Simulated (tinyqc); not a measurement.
From best beta back to longitudinal mass m_l: donor in an ellipsoidal valley (Kohn-Luttinger variational method). Computed by tinyqc, a small Python program. Command: `OMP_NUM_THREADS=1 python tinyqc.py 3024673 3024674 out.jsonl kohnlutt inv`. One thread of a shared host (Intel(R) Xeon(R) Processor @ 2.30GHz), about 0.1 s of CPU time with the checks.

H = -(d^2/dx^2 + d^2/dy^2) - gamma d^2/dz^2 - 2/r in units built on m_t, with gamma = m_t/m_l and z along the valley axis. One valley; no valley-orbit or central-cell term.

Inputs (values chosen for the exercise, modelled on germanium): transverse mass m_t = 0.08 m_0; dielectric constant eps = 15.

Constants: Ry = 13.605693123 eV; a_0 = 0.529177210903 angstrom.

Method:
- Ry* = Ry m_t/eps^2, a* = a_0 eps/m_t, gamma = m_t/m_l.
- Trial function exp(-sqrt((x^2 + y^2)/a^2 + z^2/b^2)) with beta = b/a < 1: E = t/a^2 - u/a, t = (2 + gamma/beta^2)/3, u = 2 arcsin(sqrt(1 - beta^2))/sqrt(1 - beta^2); the best a is 2 t/u and E(beta) = -u^2/(4 t).
- Golden-section search on beta from 0.05 to 0.999, 60 steps.

Task: A run gave the result below. Find the longitudinal mass m_l, known to lie between 1.3 and 2.6 m_0.

best beta = 0.3533328

Result:

Each step takes the trial c = (a f_b - b f_a)/(f_b - f_a), f being the result less the target and a, b, c the logarithms of the listed values; c replaces end b, the old b replaces a if the sign of f changed, and otherwise f_a is halved.

Scan of the range:
```
longitudinal mass m_l (m_0)  best beta
1.30                          0.376937
1.46                          0.362185
1.64                          0.348002
1.84                          0.334525
2.06                          0.321817
2.32                          0.308976
2.60                          0.297159
```

False position (Illinois rule, in the logarithm of the input) inside the bracket:
```
step    end a    end b    trial  best beta
1     1.46000  1.64000  1.56988   0.353265
2     1.46000  1.56988  1.56816   0.353398
3     1.56988  1.56816  1.56900   0.353333
4     1.56816  1.56900  1.56900   0.353333
5     1.56816  1.56900  1.56900   0.353333
6     1.56900  1.56900  1.56900   0.353333
7     1.56900  1.56900  1.56900   0.353333
8     1.56900  1.56900  1.56900   0.353333
9     1.56900  1.56900  1.56900   0.353333
10    1.56900  1.56900  1.56900   0.353333
11    1.56900  1.56900  1.56900   0.353333
12    1.56900  1.56900  1.56900   0.353333
```

Best beta falls at every point of a 13-point scan of the range (every second point is shown), so one value fits; it is bracketed by 1.46 and 1.64. Answer: longitudinal mass m_l = 1.569 m_0.
